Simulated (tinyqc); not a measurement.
Inside a calculation. Method: CIS on RHF in the 6-311g basis, for H2, spin multiplicity 1. Computed by tinyqc, a small Python program that keeps every step (integrals from PySCF). Settings: charge = 0, multiplicity = 1, basis = 6-311g, method = RHF, energy threshold = 1e-10, iteration cap = 69, orthogonalisation = canonical, start = core, DIIS depth = 6. Command: `OMP_NUM_THREADS=1 python tinyqc.py 30322 30323 out.jsonl` (the two numbers bound the seeds that draw the settings). One thread of a shared host (Intel(R) Xeon(R) Processor @ 2.60GHz), about 0.05 s of CPU time with the checks. The early iterations of the SCF are left out here.

## One-electron integrals

Geometry (angstrom):
```
atom       x       y       z
H     0.0000  0.0000  0.0000
H     0.0000  0.0000  0.7100
```

Basis 6-311g: exponents (1/bohr^2) and contraction coefficients of normalised primitives:
```
element  l (shell)  exponent  coefficient
H            s (1)   33.8650       0.0255
H            s (1)    5.0948       0.1904
H            s (1)    1.1588       0.8522
H            s (2)    0.3258       1.0000
H            s (3)    0.1027       1.0000
```

Overlap, kinetic and nuclear-attraction integrals over the contracted functions; the nuclear repulsion is the sum of Za Zb / Rab.

nuclear repulsion = 0.745320 hartree

overlap S, lower triangle:
```
        1H 1s   1H 2s   1H 3s   2H 1s   2H 2s   2H 3s
1H 1s  1.0000
1H 2s  0.7064  1.0000
1H 3s  0.3737  0.7890  1.0000
2H 1s  0.2981  0.4432  0.3150  1.0000
2H 2s  0.4432  0.7458  0.6855  0.7064  1.0000
2H 3s  0.3150  0.6855  0.9117  0.3737  0.7890  1.0000
```

kinetic energy T (hartree), lower triangle:
```
        1H 1s   1H 2s   1H 3s   2H 1s   2H 2s   2H 3s
1H 1s  2.3043
1H 2s  0.5491  0.4888
1H 3s  0.1063  0.1849  0.1541
2H 1s  0.1129  0.2369  0.0794  2.3043
2H 2s  0.2369  0.2932  0.1456  0.5491  0.4888
2H 3s  0.0794  0.1456  0.1318  0.1063  0.1849  0.1541
```

nuclear attraction V (hartree), lower triangle:
```
         1H 1s    1H 2s    1H 3s    2H 1s    2H 2s    2H 3s
1H 1s  -2.8543
1H 2s  -1.5773  -1.5626
1H 3s  -0.7850  -1.0449  -0.9663
2H 1s  -0.7982  -1.0262  -0.6743  -2.8543
2H 2s  -1.0262  -1.2368  -0.9392  -1.5773  -1.5626
2H 3s  -0.6743  -0.9392  -0.9047  -0.7850  -1.0449  -0.9663
```

core Hamiltonian H = T + V (hartree), lower triangle:
```
         1H 1s    1H 2s    1H 3s    2H 1s    2H 2s    2H 3s
1H 1s  -0.5500
1H 2s  -1.0281  -1.0739
1H 3s  -0.6786  -0.8600  -0.8122
2H 1s  -0.6854  -0.7893  -0.5949  -0.5500
2H 2s  -0.7893  -0.9436  -0.7936  -1.0281  -1.0739
2H 3s  -0.5949  -0.7936  -0.7728  -0.6786  -0.8600  -0.8122
```

## Two-electron integrals

Functions are numbered as in S; the eight-fold symmetry (ij|kl) = (ji|kl) = (kl|ij) leaves the list below.

Two-electron integrals (ij|kl) in chemists' order, unique and non-zero (hartree):
```
(11|11) 1.3930   (21|11) 0.8230   (21|21) 0.5097   (22|11) 0.8229
(22|21) 0.5430   (22|22) 0.6441   (31|11) 0.4113   (31|21) 0.2578
(31|22) 0.2799   (31|31) 0.1308   (32|11) 0.5437   (32|21) 0.3658
(32|22) 0.4527   (32|31) 0.1898   (32|32) 0.3251   (33|11) 0.4940
(33|21) 0.3401   (33|22) 0.4460   (33|31) 0.1780   (33|32) 0.3318
(33|33) 0.3617   (41|11) 0.3261   (41|21) 0.2055   (41|22) 0.2241
(41|31) 0.1044   (41|32) 0.1520   (41|33) 0.1424   (41|41) 0.1112
(42|11) 0.3611   (42|21) 0.2407   (42|22) 0.2884   (42|31) 0.1243
(42|32) 0.2028   (42|33) 0.1994   (42|41) 0.1397   (42|42) 0.1991
(43|11) 0.2297   (43|21) 0.1552   (43|22) 0.1917   (43|31) 0.0806
(43|32) 0.1368   (43|33) 0.1374   (43|41) 0.0908   (43|42) 0.1349
(43|43) 0.0929   (44|11) 0.7254   (44|21) 0.4965   (44|22) 0.6209
(44|31) 0.2586   (44|32) 0.4429   (44|33) 0.4426   (44|41) 0.3261
(44|42) 0.5016   (44|43) 0.3454   (44|44) 1.3930   (51|11) 0.5016
(51|21) 0.3126   (51|22) 0.3363   (51|31) 0.1584   (51|32) 0.2273
(51|33) 0.2123   (51|41) 0.1397   (51|42) 0.1684   (51|43) 0.1091
(51|44) 0.3611   (51|51) 0.1991   (52|11) 0.5679   (52|21) 0.3784
(52|22) 0.4579   (52|31) 0.1957   (52|32) 0.3250   (52|33) 0.3250
(52|41) 0.1800   (52|42) 0.2475   (52|43) 0.1678   (52|44) 0.5679
(52|51) 0.2475   (52|52) 0.3583   (53|11) 0.4177   (53|21) 0.2841
(53|22) 0.3607   (53|31) 0.1480   (53|32) 0.2628   (53|33) 0.2750
(53|41) 0.1372   (53|42) 0.1991   (53|43) 0.1383   (53|44) 0.4663
(53|51) 0.1873   (53|52) 0.2903   (53|53) 0.2454   (54|11) 0.4965
(54|21) 0.3381   (54|22) 0.4229   (54|31) 0.1759   (54|32) 0.3032
(54|33) 0.3063   (54|41) 0.2055   (54|42) 0.3126   (54|43) 0.2167
(54|44) 0.8230   (54|51) 0.2407   (54|52) 0.3784   (54|53) 0.3141
(54|54) 0.5097   (55|11) 0.6209   (55|21) 0.4229   (55|22) 0.5376
(55|31) 0.2204   (55|32) 0.3913   (55|33) 0.4075   (55|41) 0.2241
(55|42) 0.3363   (55|43) 0.2355   (55|44) 0.8229   (55|51) 0.2884
(55|52) 0.4579   (55|53) 0.3898   (55|54) 0.5430   (55|55) 0.6441
(61|11) 0.3454   (61|21) 0.2167   (61|22) 0.2355   (61|31) 0.1100
(61|32) 0.1598   (61|33) 0.1500   (61|41) 0.0908   (61|42) 0.1091
(61|43) 0.0708   (61|44) 0.2297   (61|51) 0.1349   (61|52) 0.1678
(61|53) 0.1272   (61|54) 0.1552   (61|55) 0.1917   (61|61) 0.0929
(62|11) 0.4663   (62|21) 0.3141   (62|22) 0.3898   (62|31) 0.1631
(62|32) 0.2804   (62|33) 0.2869   (62|41) 0.1372   (62|42) 0.1873
(62|43) 0.1272   (62|44) 0.4177   (62|51) 0.1991   (62|52) 0.2903
(62|53) 0.2371   (62|54) 0.2841   (62|55) 0.3607   (62|61) 0.1383
(62|62) 0.2454   (63|11) 0.4378   (63|21) 0.3018   (63|22) 0.3973
(63|31) 0.1581   (63|32) 0.2963   (63|33) 0.3247   (63|41) 0.1335
(63|42) 0.1926   (63|43) 0.1342   (63|44) 0.4378   (63|51) 0.1926
(63|52) 0.3032   (63|53) 0.2613   (63|54) 0.3018   (63|55) 0.3973
(63|61) 0.1342   (63|62) 0.2613   (63|63) 0.3006   (64|11) 0.2586
(64|21) 0.1759   (64|22) 0.2204   (64|31) 0.0916   (64|32) 0.1584
(64|33) 0.1607   (64|41) 0.1044   (64|42) 0.1584   (64|43) 0.1100
(64|44) 0.4113   (64|51) 0.1243   (64|52) 0.1957   (64|53) 0.1631
(64|54) 0.2578   (64|55) 0.2799   (64|61) 0.0806   (64|62) 0.1480
(64|63) 0.1581   (64|64) 0.1308   (65|11) 0.4429   (65|21) 0.3032
(65|22) 0.3913   (65|31) 0.1584   (65|32) 0.2878   (65|33) 0.3061
(65|41) 0.1520   (65|42) 0.2273   (65|43) 0.1598   (65|44) 0.5437
(65|51) 0.2028   (65|52) 0.3250   (65|53) 0.2804   (65|54) 0.3658
(65|55) 0.4527   (65|61) 0.1368   (65|62) 0.2628   (65|63) 0.2963
(65|64) 0.1898   (65|65) 0.3251   (66|11) 0.4426   (66|21) 0.3063
(66|22) 0.4075   (66|31) 0.1607   (66|32) 0.3061   (66|33) 0.3406
(66|41) 0.1424   (66|42) 0.2123   (66|43) 0.1500   (66|44) 0.4940
(66|51) 0.1994   (66|52) 0.3250   (66|53) 0.2869   (66|54) 0.3401
(66|55) 0.4460   (66|61) 0.1374   (66|62) 0.2750   (66|63) 0.3247
(66|64) 0.1780   (66|65) 0.3318   (66|66) 0.3617
```

## Orthogonalisation

S = U s U^T; canonical form X = U s^(-1/2), so that X^T S X = 1. Each column of U has its largest component positive (the first on a tie).

eigenvalues of S: 0.0298  0.1432  0.1785  0.8361  0.8689  3.9435

X:
```
             1        2        3        4        5       6
1H 1s   0.5831  -0.9144  -0.7088   0.6918   0.5699  0.1577
1H 2s  -2.2423   1.4092   1.2043   0.3307   0.0830  0.2306
1H 3s   3.3795  -0.8188   0.9213   0.1000  -0.4937  0.2208
2H 1s  -0.5831  -0.9144   0.7088  -0.6918   0.5699  0.1577
2H 2s   2.2423   1.4092  -1.2043  -0.3307   0.0830  0.2306
2H 3s  -3.3795  -0.8188  -0.9213  -0.1000  -0.4937  0.2208
```

## Iteration 6 (converged): orbitals

converged F (hartree), lower triangle:
```
         1H 1s    1H 2s    1H 3s    2H 1s    2H 2s    2H 3s
1H 1s   0.5544
1H 2s  -0.4710  -0.3853
1H 3s  -0.4814  -0.3930  -0.2552
2H 1s  -0.5419  -0.5403  -0.4601   0.5544
2H 2s  -0.5403  -0.4967  -0.4117  -0.4710  -0.3853
2H 3s  -0.4601  -0.4117  -0.2716  -0.4814  -0.3930  -0.2552
```

Diagonalise F' = X^T F X, C = X C', fill 1 alpha and 1 beta electrons from the bottom; D = 2 C_occ C_occ^T. Each column has its largest component positive (the first on a tie).

F' = X^T F X (hartree), lower triangle:
```
         1        2        3       4        5        6
1   1.1425
2   0.0000   1.9182
3  -0.9342   0.0000   1.3542
4   0.4735   0.0000  -0.9087  1.1342
5   0.0000  -0.8586   0.0000  0.0000   0.7394
6   0.0000   0.0171   0.0000  0.0000  -0.1455  -0.5866
```

orbital energies (hartree): MO1 -0.6053, MO2 0.1733, MO3 0.3037, MO4 0.6650, MO5 2.3725, MO6 2.7926

coefficients C:
```
          MO1      MO2      MO3      MO4      MO5      MO6
1H 1s  0.1964   0.0782  -0.0507  -0.0868  -1.0699  -1.1434
1H 2s  0.2929  -0.0539  -0.6989  -1.8057   1.2131   1.8232
1H 3s  0.1226   2.3838   0.8432   2.2597  -0.4868  -1.2212
2H 1s  0.1964  -0.0782  -0.0507   0.0868  -1.0699   1.1434
2H 2s  0.2929   0.0539  -0.6989   1.8057   1.2131  -1.8232
2H 3s  0.1226  -2.3838   0.8432  -2.2597  -0.4868   1.2212
```

D after iteration 6, lower triangle:
```
        1H 1s   1H 2s   1H 3s   2H 1s   2H 2s   2H 3s
1H 1s  0.0771
1H 2s  0.1150  0.1716
1H 3s  0.0482  0.0719  0.0301
2H 1s  0.0771  0.1150  0.0482  0.0771
2H 2s  0.1150  0.1716  0.0719  0.1150  0.1716
2H 3s  0.0482  0.0719  0.0301  0.0482  0.0719  0.0301
```

## Convergence

Stop when the energy changes by less than 1e-10 hartree and every element of the error matrix X^T (F D S - S D F) X is below 3e-06.

Course of the cycle:
```
iteration  E (hartree)     change  largest element of the error matrix
1            -1.078178          -                             3.18e-01
2            -1.125816  -4.76e-02                             5.64e-02
3            -1.127668  -1.85e-03                             5.24e-03
4            -1.127689  -2.12e-05                             1.80e-04
5            -1.127689  -2.35e-08                             8.16e-07
6            -1.127689  -3.02e-13                             4.02e-07
```

PySCF RHF in the same basis = -1.127689 hartree

Converged in 6 iterations.

## Integrals over molecular orbitals

(pq|rs) = sum C_ip C_jq C_kr C_ls (ij|kl), one index at a time.

one-electron integrals over orbitals h = C^T H C (hartree), lower triangle:
```
         1        2        3        4       5       6
1  -1.2677
2   0.0000  -0.4712
3   0.1365   0.0000  -0.3730
4   0.0000   0.2067   0.0000  -0.2497
5   0.1051   0.0000  -0.1795   0.0000  1.1712
6   0.0000   0.0195   0.0000  -0.2338  0.0000  1.4858
```

Two-electron integrals over orbitals (pq|rs), unique and non-zero (hartree):
```
(11|11) 0.6624    (21|21) 0.0418    (22|11) 0.3432    (22|22) 0.2953
(31|11) -0.1365   (31|22) -0.0226   (31|31) 0.0546    (32|21) 0.0237
(32|32) 0.0418    (33|11) 0.3657    (33|22) 0.2726    (33|31) -0.0347
(33|33) 0.2820    (41|21) -0.0599   (41|32) -0.0113   (41|41) 0.1054
(42|11) -0.1333   (42|22) -0.0418   (42|31) 0.0366    (42|33) -0.0442
(42|42) 0.0507    (43|21) 0.0261    (43|32) 0.0175    (43|41) -0.0381
(43|43) 0.0231    (44|11) 0.5101    (44|22) 0.3243    (44|31) -0.0812
(44|33) 0.3154    (44|42) -0.1016   (44|44) 0.4434    (51|11) -0.1051
(51|22) -0.0084   (51|31) 0.0544    (51|33) -0.0245   (51|42) 0.0228
(51|44) -0.0559   (51|51) 0.0953    (52|21) 0.0018    (52|32) 0.0017
(52|41) 0.0007    (52|43) -0.0059   (52|52) 0.0094    (53|11) 0.1169
(53|22) 0.0292    (53|31) -0.0409   (53|33) 0.0361    (53|42) -0.0328
(53|44) 0.0740    (53|51) -0.0481   (53|53) 0.0383    (54|21) -0.0020
(54|32) -0.0207   (54|41) -0.0155   (54|43) 0.0051    (54|52) -0.0140
(54|54) 0.0370    (55|11) 0.6483    (55|22) 0.3327    (55|31) -0.1363
(55|33) 0.3599    (55|42) -0.1262   (55|44) 0.4942    (55|51) -0.1335
(55|53) 0.1264    (55|55) 0.6726    (61|21) -0.0284   (61|32) 0.0124
(61|41) 0.0693    (61|43) -0.0302   (61|52) 0.0207    (61|54) -0.0517
(61|61) 0.1021    (62|11) -0.0240   (62|22) 0.0117    (62|31) 0.0195
(62|33) 0.0006    (62|42) 0.0013    (62|44) -0.0063   (62|51) 0.0329
(62|53) -0.0130   (62|55) -0.0346   (62|62) 0.0184    (63|21) 0.0276
(63|32) 0.0016    (63|41) -0.0516   (63|43) 0.0190    (63|52) -0.0051
(63|54) 0.0202    (63|61) -0.0511   (63|63) 0.0331    (64|11) 0.1516
(64|22) 0.0214    (64|31) -0.0617   (64|33) 0.0418    (64|42) -0.0402
(64|44) 0.0912    (64|51) -0.0801   (64|53) 0.0513    (64|55) 0.1689
(64|62) -0.0318   (64|64) 0.0894    (65|21) 0.0726    (65|32) 0.0124
(65|41) -0.1312   (65|43) 0.0553    (65|52) -0.0193   (65|54) 0.0544
(65|61) -0.1378   (65|63) 0.0849    (65|65) 0.2351    (66|11) 0.7045
(66|22) 0.3521    (66|31) -0.1613   (66|33) 0.3731    (66|42) -0.1465
(66|44) 0.5441    (66|51) -0.1812   (66|53) 0.1514    (66|55) 0.7422
(66|62) -0.0485   (66|64) 0.2122    (66|66) 0.8547
```

## CIS matrix, singlets

A(ia,jb) = (e_a - e_i) d_ij d_ab + 2 (ia|jb) - (ij|ab).

CIS matrix A, singlet (hartree), lower triangle:
```
         1>2      1>3      1>4     1>5     1>6
1>2   0.5191
1>3   0.0000   0.6526
1>4   0.0135   0.0000   0.9710
1>5   0.0000  -0.0082   0.0000  2.5202
1>6  -0.0329   0.0000  -0.0129  0.0000  2.8977
```

## CIS singlet states

dipole integrals <i|r|a> (bohr):
```
          x       y        z
1>2  0.0000  0.0000  -0.8852
1>3  0.0000  0.0000   0.0000
1>4  0.0000  0.0000   0.5079
1>5  0.0000  0.0000   0.0000
1>6  0.0000  0.0000   0.0246
```

Diagonalise A (1 hartree = 27.211386 eV); each vector has its largest component positive (the first on a tie). The transition dipole is mu = sqrt2 sum c_ia <i|r|a>.

singlet excitation energies (eV): 14.1012  17.7566  26.4304  68.5789  78.8650

lowest vectors:
```
     state 1  state 2  state 3  state 4  state 5
1>2   0.9995   0.0000   0.0294   0.0000  -0.0139
1>3   0.0000   1.0000   0.0000  -0.0044   0.0000
1>4  -0.0295   0.0000   0.9995   0.0000  -0.0068
1>5   0.0000   0.0044   0.0000   1.0000   0.0000
1>6   0.0137   0.0000   0.0072   0.0000   0.9999
```

oscillator strengths 2/3 w |mu|^2: 0.5589  0.0000  0.3006  0.0000  0.0043

## CIS matrix, triplets

A(ia,jb) = (e_a - e_i) d_ij d_ab - (ij|ab).

CIS matrix A, triplet (hartree), lower triangle:
```
        1>2      1>3      1>4     1>5     1>6
1>2  0.4354
1>3  0.0000   0.5434
1>4  0.1333   0.0000   0.7602
1>5  0.0000  -0.1169   0.0000  2.3295
1>6  0.0240   0.0000  -0.1516  0.0000  2.6934
```

## CIS triplet states

Diagonalise A (1 hartree = 27.211386 eV); each vector has its largest component positive (the first on a tie).

triplet excitation energies (eV): 10.4855  14.5787  21.7260  63.5966  73.6151

lowest vectors:
```
     state 1  state 2  state 3  state 4  state 5
1>2   0.9375   0.0000   0.3479   0.0000   0.0060
1>3   0.0000   0.9979   0.0000  -0.0650   0.0000
1>4  -0.3464   0.0000   0.9349   0.0000  -0.0773
1>5   0.0000   0.0650   0.0000   0.9979   0.0000
1>6  -0.0325   0.0000   0.0704   0.0000   0.9970
```
